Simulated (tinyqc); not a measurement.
MOSFET in saturation, small-signal circuit and noise: one step of the calculation.

Bias by the inversion coefficient IC = I/Ispec (charge-based model with velocity saturation; weak inversion below 0.1, strong above 10). Common-source circuit: gm, gds, Cgs, Cgd and Cj at the inner nodes, Rg in series with the gate; quasi-static, no source or drain resistance, no gate-body capacitance, no substrate network, no induced gate noise, so fmax is an upper estimate.

Problem. Current, transconductance and gain. Ispec = 2 n mu Cox (W/L) Vt^2, lc = Ls/L, gms = [sqrt((lc IC + 1)^2 + 4 IC) - 1]/[2 + lc (lc IC + 1)], gm = gms Ispec/(n Vt), gds = sg gm.

Values chosen for this exercise:
- T = 300 K (temperature)
- L = 90 nm (gate length)
- W = 5 um (total gate width)
- Cox = 2.32 uF/cm^2 (gate capacitance)
- mu = 150 cm^2/(V s) (mobility)
- n = 1.27 (slope factor)
- Ls = 25 nm (velocity-saturation length)
- sg = 0.066 (ratio gds/gm)
- IC = 4.2 (inversion coefficient)

Constants: q = 1.602176634e-19 C, kB = 1.380649e-23 J/K, Vt = kB T/q. Results are converted to the units shown.

Find: Ispec; I; gms; gm; gds; gm/I.

Solution.

Ispec = 32.819 uA
I = 137.84 uA
gms = 1.3975
gm = 1.3970 mS
gds = 0.092202 mS
gm/I = 10.135 1/V

tinyqc, about 0.01 s, one thread, Intel Xeon 2.30GHz (shared host): `OMP_NUM_THREADS=1 python tinyqc.py 2150065 2150066 out.jsonl`
